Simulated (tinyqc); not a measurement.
What each parameter does: nanosheet or nanowire with hard walls, valleys of the Si type.

Six ellipsoidal valleys along the cube axes: inverse mass tensor w = 1/mt + (1/ml - 1/mt) a a^T with a the unit axis. Device axes: x along the channel, z = [001], y = z x x.

Hard walls around a W x H rectangle. The block w_c of w in (y, z) confines; the transport mass follows from 1/m_x = w_xx - w_xc w_c^-1 w_cx. The cross-section problem c (w_yy ky^2 + 2 w_yz ky kz + w_zz kz^2), c = hbar^2/2m0, is solved in products sin(n pi y/W) sin(l pi z/H), n, l = 1 to 12; if w_yz = 0 the levels are c pi^2 (w_yy n^2/W^2 + w_zz l^2/H^2). The w_yz term couples (n, l) to (n', l') by -2 c w_yz D_nn'(W) D_ll'(H) with D_nm(L) = 4 n m/(L (n^2 - m^2)) for n + m odd and 0 otherwise.

Without degeneracy the line density is N1 exp((EF - Ec)/kB T) with N1 = sum 2 g sqrt(m_x kB T/(4 pi c)) exp(-E/kB T), here over n, l up to 80 where w_yz = 0 and over all levels of a 12 x 12 sine basis otherwise; the classical value is W H Nc with Nc = 2 g_all (m_dos kB T/(4 pi c))^(3/2), m_dos = (ml mt^2)^(1/3); dVt = kB T ln(W H Nc/N1).

Constants: hbar^2/2m0 = 3.80998211 eV angstrom^2; kB = 8.617333262e-05 eV/K.

Inputs chosen for the exercise (near those of Si; not measured data):

| symbol | value | unit | meaning |
|---|---|---|---|
| ml | 0.907 | m0 | longitudinal mass |
| mt | 0.19 | m0 | transverse mass |
| T | 300 | K | temperature |
| g_all | 6 |  | number of valleys |
| channel | 110 |  | transport direction x on a (001) wafer |
| W | 115 | angstrom | width, along y |
| H | 76 | angstrom | height, along z = [001] |

E1 and E2 are the two lowest subband edges over all groups. Each row changes one parameter from the base and keeps the others.

Results:

| case | E1 (eV) | E2 - E1 (meV) | m_x of lowest (m0) | dVt (mV) |
|---|---|---|---|---|
| base | 0.0221 | 21.2 | 0.190 | 32.0 |
| W = 105 angstrom | 0.0251 | 20.0 | 0.190 | 33.6 |
| H = 84 angstrom | 0.0208 | 16.3 | 0.190 | 29.3 |
| T = 350 K | 0.0221 | 21.2 | 0.190 | 33.5 |
| ml = 0.998 m0 | 0.0215 | 19.6 | 0.190 | 31.7 |
| mt = 0.171 m0 | 0.0238 | 21.5 | 0.171 | 34.2 |

The largest shifts from the base row, up to three for each result and ties (the steps differ in size, so this ranks the rows, not the parameters). E1 (eV): W +0.0030, mt +0.0017, H -0.0013; unchanged at the printed digits by T. E2 - E1 (meV): H -4.9, ml -1.6, W -1.2; unchanged at the printed digits by T. m_x of lowest (m0): mt -0.019; unchanged at the printed digits by W, H, T and ml. dVt (mV): H -2.7, mt +2.2, W +1.6.

Run: tinyqc, `OMP_NUM_THREADS=1 python tinyqc.py 1251991 1251992 out.jsonl`; Intel(R) Xeon(R) Processor @ 2.30GHz, one thread, shared host; about 0.02 s of CPU time with all checks.
